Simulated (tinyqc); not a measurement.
Coupled-perturbed Hartree-Fock on RHF in the sto-3g basis, for H3+, spin multiplicity 1, step by step. Computed by tinyqc, a small Python program that keeps every step (integrals from PySCF). Settings: charge = 1, multiplicity = 1, basis = sto-3g, method = RHF, energy threshold = 1e-10, iteration cap = 85, orthogonalisation = symmetric, start = core, DIIS depth = 6. Command: `OMP_NUM_THREADS=1 python tinyqc.py 24976 24977 out.jsonl` (the two numbers bound the seeds that draw the settings). One thread of a shared host (Intel(R) Xeon(R) Processor @ 2.60GHz), about 0.1 s of CPU time with the checks. The early iterations of the SCF are left out here.

## One-electron integrals

Geometry (angstrom):
```
atom         x         y          z
H     0.000000  0.000000   0.000000
H     0.000000  0.000000   0.988000
H     0.000000  1.068000  -0.186000
```

Basis sto-3g: exponents (1/bohr^2) and contraction coefficients of normalised primitives:
```
element  l (shell)  exponent  coefficient
H            s (1)  3.425251     0.154329
H            s (1)  0.623914     0.535328
H            s (1)  0.168855     0.444635
```

Overlap, kinetic and nuclear-attraction integrals over the contracted functions; the nuclear repulsion is the sum of Za Zb / Rab.

nuclear repulsion = 1.35716435 hartree

overlap S, order 1H 1s, 2H 1s, 3H 1s:
$$\begin{pmatrix}
1.000000 & 0.503582 & 0.448366 \\
0.503582 & 1.000000 & 0.226332 \\
0.448366 & 0.226332 & 1.000000
\end{pmatrix}$$

kinetic energy T (hartree), order 1H 1s, 2H 1s, 3H 1s:
$$\begin{pmatrix}
0.760032 & 0.115823 & 0.083025 \\
0.115823 & 0.760032 & 0.003231 \\
0.083025 & 0.003231 & 0.760032
\end{pmatrix}$$

nuclear attraction V (hartree), order 1H 1s, 2H 1s, 3H 1s:
$$\begin{pmatrix}
-2.222325 & -1.016598 & -0.882164 \\
-1.016598 & -2.077464 & -0.420490 \\
-0.882164 & -0.420490 & -2.036476
\end{pmatrix}$$

core Hamiltonian H = T + V (hartree), order 1H 1s, 2H 1s, 3H 1s:
$$\begin{pmatrix}
-1.462293 & -0.900775 & -0.799139 \\
-0.900775 & -1.317432 & -0.417259 \\
-0.799139 & -0.417259 & -1.276444
\end{pmatrix}$$

## Two-electron integrals

Functions are numbered as in S; the eight-fold symmetry (ij|kl) = (ji|kl) = (kl|ij) leaves the list below.

Two-electron integrals (ij|kl) in chemists' order, unique and non-zero (hartree):
```
(11|11) 0.774606   (21|11) 0.314890   (21|21) 0.162904   (22|11) 0.481968
(22|21) 0.314890   (22|22) 0.774606   (31|11) 0.272195   (31|21) 0.115011
(31|22) 0.183329   (31|31) 0.126049   (32|11) 0.119357   (32|21) 0.061437
(32|22) 0.118413   (32|31) 0.054981   (32|32) 0.028532   (33|11) 0.451525
(33|21) 0.198612   (33|22) 0.328510   (33|31) 0.272195   (33|32) 0.118413
(33|33) 0.774606
```

## Orthogonalisation

S = U s U^T; symmetric (Loewdin) form X = U s^(-1/2) U^T, so that X^T S X = 1.

eigenvalues of S: [0.428016, 0.775621, 1.796364]

X, order 1H 1s, 2H 1s, 3H 1s:
$$\begin{pmatrix}
1.200980 & -0.294248 & -0.249049 \\
-0.294248 & 1.118949 & -0.033584 \\
-0.249049 & -0.033584 & 1.090166
\end{pmatrix}$$

## Iteration 5 (converged): orbitals

converged F (hartree), order 1H 1s, 2H 1s, 3H 1s:
$$\begin{pmatrix}
-0.757377 & -0.676634 & -0.614615 \\
-0.676634 & -0.617937 & -0.390404 \\
-0.614615 & -0.390404 & -0.587847
\end{pmatrix}$$

Diagonalise F' = X^T F X, C = X C', fill 1 alpha and 1 beta electrons from the bottom; D = 2 C_occ C_occ^T. Each column has its largest component positive (the first on a tie).

F' = X^T F X (hartree):
$$\begin{pmatrix}
-0.393696 & -0.416998 & -0.363113 \\
-0.416998 & -0.377169 & -0.113541 \\
-0.363113 & -0.113541 & -0.395299
\end{pmatrix}$$

orbital energies (hartree): MO1 -1.001393, MO2 -0.275273, MO3 0.110503

coefficients C, order 1H 1s, 2H 1s, 3H 1s:
$$\begin{pmatrix}
0.523124 & -0.056972 & 1.146323 \\
0.390661 & -0.736348 & -0.803077 \\
0.364204 & 0.862454 & -0.612491
\end{pmatrix}$$

D after iteration 5, order 1H 1s, 2H 1s, 3H 1s:
$$\begin{pmatrix}
0.547317 & 0.408728 & 0.381047 \\
0.408728 & 0.305231 & 0.284560 \\
0.381047 & 0.284560 & 0.265289
\end{pmatrix}$$

## Convergence

Stop when the energy changes by less than 1e-10 hartree and every element of the error matrix X^T (F D S - S D F) X is below 3e-06.

Course of the cycle:
```
iteration  E (hartree)     change  largest element of the error matrix
1          -1.19034584          -                             1.29e-01
2          -1.20593319  -1.56e-02                             1.70e-02
3          -1.20618814  -2.55e-04                             3.55e-05
4          -1.20618814  -1.83e-09                             4.49e-06
5          -1.20618814  -2.86e-11                             2.00e-10
```

PySCF RHF in the same basis = -1.20618814 hartree

Converged in 5 iterations.

## Integrals over molecular orbitals

(pq|rs) = sum C_ip C_jq C_kr C_ls (ij|kl), one index at a time.

one-electron integrals over orbitals h = C^T H C (hartree):
$$\begin{pmatrix}
-1.561959 & 0.015992 & -0.059504 \\
0.015992 & -1.135593 & -0.007297 \\
-0.059504 & -0.007297 & -0.879869
\end{pmatrix}$$

Two-electron integrals over orbitals (pq|rs), unique and non-zero (hartree):
```
(11|11) 0.560566    (21|11) -0.015992   (21|21) 0.143446    (22|11) 0.501883
(22|21) 0.030638    (22|22) 0.578577    (31|11) 0.059504    (31|21) 0.003190
(31|22) -0.061322   (31|31) 0.142434    (32|11) 0.005244    (32|21) -0.120359
(32|22) -0.021000   (32|31) -0.021634   (32|32) 0.119495    (33|11) 0.566403
(33|21) -0.033275   (33|22) 0.491751    (33|31) 0.090653    (33|32) 0.018031
(33|33) 0.615431
```

## Response to a field: uncoupled start

dipole integrals <a|z|i> (bohr), order a2, a3:
$$\begin{pmatrix}
-0.861159 \\
-0.593166
\end{pmatrix}$$

Field along z; U_ai = -mu_ai / (e_a - e_i), alpha = -4 sum U_ai mu_ai.

uncoupled U, order a2, a3:
$$\begin{pmatrix}
1.185974 \\
0.533472
\end{pmatrix}$$

uncoupled polarisability = 5.351001 bohr^3

## Coupled step 1

U_ai = -(mu_ai + sum_bj [4 (ai|bj) - (ab|ij) - (aj|bi)] U_bj) / (e_a - e_i); alpha = -4 sum U_ai mu_ai.

U after step 1, order a2, a3:
$$\begin{pmatrix}
1.299651 \\
0.595597
\end{pmatrix}$$

polarisability = 5.889978 bohr^3

## Coupled step 2

As before.

U after step 2, order a2, a3:
$$\begin{pmatrix}
1.310481 \\
0.602927
\end{pmatrix}$$

polarisability = 5.944676 bohr^3

## Coupled polarisability

Repeat until U stops changing; compare with -d2E/dF2.

Course of the coupled iterations:
```
step  alpha (bohr^3)
0           5.351001
1           5.889978
2           5.944676
3           5.950277
4           5.950857
5           5.950917
6           5.950924
7           5.950924
8           5.950925
9           5.950925
```

coupled polarisability = 5.950925 bohr^3

finite-field check, fields of +/-0.001 au = 5.950917 bohr^3
